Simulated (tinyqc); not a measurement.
# Changing the overdrive V_ov

Model: thermal, flicker and telegraph noise of a field-effect transistor. Computed by tinyqc, a small Python program. Command: `OMP_NUM_THREADS=1 python tinyqc.py 3016364 3016365 out.jsonl noise sweep`. One thread of a shared host (Intel(R) Xeon(R) Processor @ 2.30GHz), about 0.01 s of CPU time with the checks.

Strong inversion, threshold roll-off and channel-length modulation left out; noise sources are uncorrelated and are given as one-sided spectral densities.

Inputs (values chosen for the exercise, modelled on a high-k silicon transistor): width W = 250 micrometre; length L = 3000 nm; electrical oxide thickness t = 5.6 nm; mobility mu = 190 cm^2/(V s); saturation velocity v_s = 0.95 1e7 cm/s; thermal noise factor gamma = 0.667; oxide trap density N_t = 7.6e+17 1/(eV cm^3); oxide barrier phi = 1.8 eV; oxide mass m_ox = 0.32 m_0; Coulomb scattering coefficient alpha_sc = 15000 V s/C; frequency f = 70000 Hz; temperature T = 300 K.

Operating region: saturation. Flicker model: number with correlated mobility.

Constants: eps_0 = 8.8541878128e-12 F/m; hbar = 1.054571817e-34 J s; m_0 = 9.1093837015e-31 kg; e = 1.602176634e-19 C; k_B = 8.617333262e-05 eV/K; k_B = 1.380649e-23 J/K.

Method:
- C_ox = 3.9 eps_0/t; V_c = 2 v_s L/mu; I = W C_ox v_s V_ov^2/(V_ov + V_c); g_m = W C_ox v_s V_ov (V_ov + 2 V_c)/(V_ov + V_c)^2; g_d0 = mu C_ox (W/L) V_ov.
- Tunnelling length lambda = hbar/(2 sqrt(2 m_ox phi)); flat-band noise S_Vfb = e^2 k_B T lambda N_t/(W L C_ox^2 f). S_I = g_m^2 S_Vfb (1 + alpha_sc mu C_ox I/g_m)^2.
- Thermal: S_I = 4 k_B T gamma g_d0; input-referred S_V = S_I/g_m^2; corner f_c where flicker equals thermal.
- Total input noise from 1 Hz to f_c: sqrt(S_V,thermal [f_c ln(f_c/1 Hz) + f_c - 1 Hz]).

One run for each value; columns: (1) overdrive V_ov (V); (2) input-referred thermal noise (nV/sqrt(Hz)); (3) corner frequency f_c (Hz); (4) flicker S_I/I^2 (1/Hz); (5) g_m (microsiemens):
```
(1)     (2)        (3)        (4)   (5)
0.20  2.403  5.451e+05  4.466e-15  1933
0.25  2.154  7.300e+05  3.072e-15  2411
0.32  1.911  1.025e+06  2.066e-15  3075
0.40  1.716  1.416e+06  1.469e-15  3829
0.50  1.542  1.991e+06  1.065e-15  4762
0.63  1.383  2.892e+06  7.799e-16  5962
0.79  1.244  4.260e+06  5.887e-16  7419
1.00  1.117  6.528e+06  4.508e-16  9296
```

What does the table show?

Over the rows, input-referred thermal noise (nV/sqrt(Hz)) falls from 2.40 to 1.12 (exponent d ln y / d ln x -0.49 between the first rows and -0.46 between the last); corner frequency f_c (Hz) rises from 545000 to 6.53e6 (exponent d ln y / d ln x 1.3 between the first rows and 1.8 between the last); flicker S_I/I^2 (1/Hz) falls from 4.47e-15 to 4.51e-16 (exponent d ln y / d ln x -1.7 between the first rows and -1.1 between the last).
